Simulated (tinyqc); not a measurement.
Inside a calculation. Model: stress in a transistor channel from embedded alloy regions, liners and fins, by half-space elasticity. Computed by tinyqc, a small Python program that keeps every step. Command: `OMP_NUM_THREADS=1 python tinyqc.py 3002997 3002998 out.jsonl stressor walk`. One thread of a shared host (Intel(R) Xeon(R) Processor @ 2.30GHz), about 0.01 s of CPU time with the checks. Intermediate numbers are printed to about 6 digits and carried at full precision; extremes and crossings named in words are read from the listed rows.

Plane strain in an isotropic half-space, the same constants everywhere; x along the channel from its centre, y downwards from the free surface; stress is positive in tension.

Inputs (values chosen for the exercise, modelled on silicon):

| quantity | value | unit |
|---|---|---|
| alloy fraction x | 0.4 | - |
| lattice change per unit x, beta | 0.042 | - |
| Young's modulus E | 167 | GPa |
| Poisson ratio nu | 0.25 | - |
| channel length L | 26 | nm |
| length of each stressor S | 25 | nm |
| recess depth d | 50 | nm |
| depth of the field point y | 1.6 | nm |
| liner stress | -3 | GPa |
| liner thickness t | 25 | nm |
| length of a cut fin or stripe | 60 | nm |
| height of the strained layer h | 48 | nm |
| longitudinal piezoresistance coefficient | 70 | 1e-11/Pa |
| vertical piezoresistance coefficient | -1.2 | 1e-11/Pa |

Stressor: Si(1-x)Ge(x) source and drain.

## Misfit and the pressure on the side walls

Misfit e = beta x. A fully constrained inclusion holds the stress -p with p = E e/(1 - 2 nu); a blanket film would hold -E e/(1 - nu) in the plane.

misfit e = 0.0168

p = 5.6112 GPa

stress of a blanket film = -3.7408 GPa

## Stress at the centre of the channel

A line element dA of misfit at (a, c) in the half-space gives, with C = E e/(2 pi (1 - nu)), X = x - a, r1^2 = X^2 + (y - c)^2, r2^2 = X^2 + Y^2, Y = y + c: s_xx = -C dA {[X^2 - (y - c)^2]/r1^4 + 3 [X^2 - Y^2]/r2^4 + 4 y Y (Y^2 - 3 X^2)/r2^6}, s_yy = C dA {[X^2 - (y - c)^2]/r1^4 - [X^2 - Y^2]/r2^4 + 4 y Y (Y^2 - 3 X^2)/r2^6}. These are integrated over two rectangles, L/2 < |a| < L/2 + S, 0 < c < d (closed form in a, 200 Gauss-Legendre points in c).

s_xx = -1468.15 MPa

s_yy = 3.17241 MPa

s_xx over the blanket-film stress = 0.392471

The channel is compressed along its length; s_yy is 0.0022 of s_xx in size and vanishes at the surface.

## Closed form at the surface

At x = y = 0 the integral is s_xx = -(4/pi) [E e/(1 - nu)] [arctan(2 d/L) - arctan(d/(L/2 + S))].

s_xx at the surface = -1883.75 MPa

For fixed L and S it is largest at d = sqrt((L/2)(L/2 + S)) = 22.2 nm; d is beyond that.

## A stressed liner, as two edge forces

The liner over source and drain ends at the gate, x = -/+ L/2, and pulls there with the force per width F = (liner stress) t along the surface. A tangential line force gives s_xx = (2 F/pi) X^3/(X^2 + y^2)^2 at the distance X; two of them add at the centre, X = L/2. For L > 3.5 y the concentrated force is an upper bound.

edge force F = -75 N/m

s_xx from the liner = -7128.03 MPa

Caution: the real force is spread over several liner thicknesses, so for a channel this short the concentrated force clearly overstates the stress.

## Mobility change, linear estimate

d mu/mu = -(pi_L s_xx + pi_z s_yy) for the embedded regions alone; the stress across the width is left out.

mobility change = 102.775 %

The vertical stress supplies 0.0038 of these points. Caution: beyond a few hundred MPa bulk piezoresistance coefficients no longer describe an inversion layer well.

## Relaxation at the ends of a cut stripe

Shear-lag estimate for a stripe of length l and height h on a like substrate: the stress along it is s(x)/s_film = 1 - cosh(x/lam)/cosh(l/(2 lam)), lam = (pi/2) g h with g = 1.258; mean = 1 - (2 lam/l) tanh(l/(2 lam)).

transfer length lam = 94.8510 nm

share kept at the centre = 0.0480150

share kept on average = 0.0320632

Cutting has released much of the strain.

## Along the channel and with depth

The formulas are those given above.

Stress (MPa):

| 2x/L | s_xx at y | s_yy at y | s_xx at d/2 | s_xx at 1.5 d |
|---|---|---|---|---|
| 0.0 | -1468.15 | 3.172 | -387.855 | 321.803 |
| 0.2 | -1445.14 | 3.928 | -402.028 | 324.353 |
| 0.4 | -1364.51 | 7.345 | -443.394 | 331.748 |
| 0.6 | -1175.01 | 21.415 | -508.426 | 343.232 |
| 0.8 | -696.35 | 125.981 | -591.141 | 357.597 |

Near the surface s_xx changes by -53 % from the centre to 2x/L = 0.8. At the centre, s_xx at half the recess depth is 0.26 of its value at y, and below the recess -0.22. An element acts with the sign of X^2 - (y - c)^2, so its direct term reverses where the offset in depth exceeds the lateral distance, and the image terms that amplify the stress near the surface fade with depth.

## Shrinking the pitch

L and S are scaled together at fixed d, then S alone, then L alone.

S_xx at the centre (MPa):

| scale | L and S scaled | S alone | L alone |
|---|---|---|---|
| 0.35 | 199.75 | -493.63 | -766.19 |
| 0.50 | -356.07 | -728.77 | -1128.59 |
| 0.70 | -901.50 | -1036.64 | -1353.19 |
| 1.00 | -1468.15 | -1468.15 | -1468.15 |
| 1.40 | -1924.81 | -1971.67 | -1464.49 |
| 2.00 | -2224.66 | -2577.92 | -1346.48 |
| 3.00 | -2245.03 | -3285.80 | -1090.41 |

Halving S alone keeps 0.50 of the stress, halving L alone gives 0.77, and halving both 0.24: a shorter channel brings the walls closer but puts y deeper relative to L, where the surface amplifies less, a shorter stressor brings its far wall, which pulls the other way, closer too. Neighbouring devices are left out.

Checks made by the program: surface stress against its closed form; zero normal stress at the surface (relative difference below 1e-10).
